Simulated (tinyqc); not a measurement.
Chemical shift by three methods: effective-mass impurity with a central-cell term, in a basis of Slater functions. Computed by tinyqc, a small Python program. Command: `OMP_NUM_THREADS=1 python tinyqc.py 3015233 3015234 out.jsonl centralcell walk`. One thread of a shared host (Intel(R) Xeon(R) Processor @ 2.30GHz), about 0.01 s of CPU time with the checks.

The envelope obeys H = -nabla^2 - (2/r) [Z + A exp(-kappa r)] in effective units, with kappa = a*/lambda; positive A deepens the well near the core.

Inputs (values chosen for the exercise, for a model semiconductor): effective mass m = 0.142 m_0; dielectric constant eps = 9.08; charge Z of the core = 1; central-cell strength A = -1.7; central-cell range lambda = 1.2 angstrom.

Impurity: donor, one isotropic band.

Constants: Ry = 13.605693123 eV; a_0 = 0.529177210903 angstrom.

Method:
- Units: Ry* = Ry m/eps^2 and a* = a_0 eps/m, with m in m_0.
- kappa = a*/lambda; the hydrogenic ground state is bound by Z^2 Ry*.
- For s functions exp(-zeta r), with s = zeta_i + zeta_j: S = 2/s^3, T = zeta_i zeta_j S, V = -2 Z/s^2, W = -2 A/(s + kappa)^2; each function is normalised by dividing by sqrt(S_ii S_jj).
- Large basis: zeta_i = 0.06 x 1.6^(i-1), i = 1..22, same formulas; for p functions r exp(-zeta r): S = 24/s^5, T = zeta_i zeta_j S (centrifugal term included), V = -12 Z/s^4, W = -12 A/(s + kappa)^4; overlap eigenvalues below 1e-11 are dropped.
- First order: shift = 8 A Z^3/(2 Z + kappa)^2 Ry*. One exponent: minimise zeta^2 - 2 Z zeta - 8 A zeta^3/(2 zeta + kappa)^2 by golden section on 0.2 to 6 Z. All shifts are the binding beyond Z^2 Ry*.

kappa = 28.1979 1/a*

Ry* = 23.4335 meV

hydrogenic binding energy = 23.4335 meV

Shift of the 1s binding energy (meV):
```
A       first order  one exponent  large basis
1.700       0.34948       0.36063      0.38160
0.850       0.17474       0.17747      0.18240
-0.170     -0.03495      -0.03484     -0.03466
-0.425     -0.08737      -0.08671     -0.08558
-0.850     -0.17474      -0.17211     -0.16773
-1.700     -0.34948      -0.33917     -0.32260
-2.120     -0.43582      -0.41993     -0.39484
```

The three columns are ordered, first order <= one exponent <= large basis, since each is a variational bound with more freedom. At the largest attractive A first order gives 92 % and one exponent 95 % of the shift; at the most repulsive A the true shift is -0.395 meV against -0.436. Attraction pulls the envelope in and feeds itself, repulsion pushes it out and saturates.

Extremes, crossings and ranges named in words are read from the listed rows.
